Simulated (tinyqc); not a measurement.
# Changing the deposition rate F

Model: epitaxial growth on a vicinal surface: Burton-Cabrera-Frank step flow, step-edge barrier and island nucleation. Computed by tinyqc, a small Python program. Command: `OMP_NUM_THREADS=1 python tinyqc.py 3011145 3011146 out.jsonl stepflow sweep`. One thread of a shared host (Intel(R) Xeon(R) Processor @ 2.30GHz), about 0.02 s of CPU time with the checks.

Adatoms land at rate F, hop on a square grid (a simplification for hexagonal faces), desorb, or join steps. Lengths are in units of a and n is the adatom coverage. Steps ascend at x = 0 and descend at x = l.

Inputs (values chosen for the exercise, close to those used for 4H-SiC(0001)):
```
quantity,value,unit
site spacing a,3.08,angstrom
step height h,2.52,angstrom
diffusion barrier E_d,1.76,eV
desorption energy E_a,3.77,eV
adatom formation energy E_f,1.46,eV
step-edge barrier E_s,0.13,eV
attempt frequency nu,10,THz
miscut angle,0.3,degrees
temperature T,1560,C
critical nucleus size i,1,-
```

Constants: k_B = 8.617333262e-05 eV/K.

Method:
- D = nu exp(-E_d/(k_B T)) (a^2/s, nu counted per direction); tau = exp(E_a/(k_B T))/nu; x_s = sqrt(D tau); n_eq = exp(-E_f/(k_B T)); terrace width l = h/(a tan(miscut)); Schwoebel length l_s = exp(E_s/(k_B T)) - 1.
- Temperatures in kelvin are T(C) + 273.15.
- D n'' - n/tau + F = 0 with n(0) = n_eq and -l_s n'(l) = n(l) - n_eq. With u = n - F tau, A = n_eq - F tau, y = l/x_s, s = l_s/x_s: u = A cosh(x/x_s) + B sinh(x/x_s), B = A (1 - cosh y - s sinh y)/(sinh y + s cosh y). Flux into the ascending step J+ = D B/x_s, over the descending one J- = -(D/x_s)(A sinh y + B cosh y); step velocity J+ + J-; growth rate (J+ + J-)/l. For small y: J+ + J- = (F - n_eq/tau) l, J-/J+ = l/(l + 2 l_s).
- The coverage peaks where n' = 0, tanh(x/x_s) = -B/A.
- Island density on a flat surface without desorption: N = 0.25 (F/D)^(i/(i+2)) exp(E_i/((i+2) k_B T)) per site, with E_i = 0 for i = 1; spacing l_n = N^(-1/2). Step flow needs an effective width l_eff = 2 x(peak) below l_n.

One run for each value:
```
deposition rate F (layers/s),island density N on a flat surface (per site),ratio l_eff/l_n,growth rate (layers/s),peak coverage
0.09,0.0002133,2.3004,4.7877e-02,9.7873e-05
0.3,0.0003186,2.8116,2.5658e-01,1.0233e-04
0.9,0.0004595,3.3766,8.5289e-01,1.1507e-04
3,0.0006863,4.1269,2.9399e+00,1.5965e-04
9,0.0009899,4.9561,8.9030e+00,2.8704e-04
30,0.0014787,6.0574,2.9774e+01,7.3287e-04
```

Over the rows, island density N on a flat surface (per site) rises from 2.13e-4 to 0.00148 (exponent d ln y / d ln x about 0.33 throughout); ratio l_eff/l_n rises from 2.30 to 6.06 (exponent d ln y / d ln x about 0.17 throughout); growth rate (layers/s) rises from 0.0479 to 29.8 (exponent d ln y / d ln x 1.4 between the first rows and 1.0 between the last). The exponent of island density N on a flat surface stays at 0.33: i/(i+2) with i = 1. At the high end the exponent of growth rate is 1.00, close to 1: the growth follows the flux.  Left out: 0.00300, 0.00900, 0.0300 (evaporation outweighs deposition, or the terraces are far wider than x_s).

Caution (all rows): twice the distance from the ascending step to the coverage peak exceeds the expected island spacing [0.25 (F/D)^(i/(i+2)) exp(E_i/((i+2) k_B T))]^(-1/2) by 40 % or more, so islands nucleate and the step-flow values are formal. Caution (all rows): the prefactor 0.25 and the criterion are estimates, good to a factor of about two in length.

Extremes, crossings and ranges named in words are read from the listed rows.
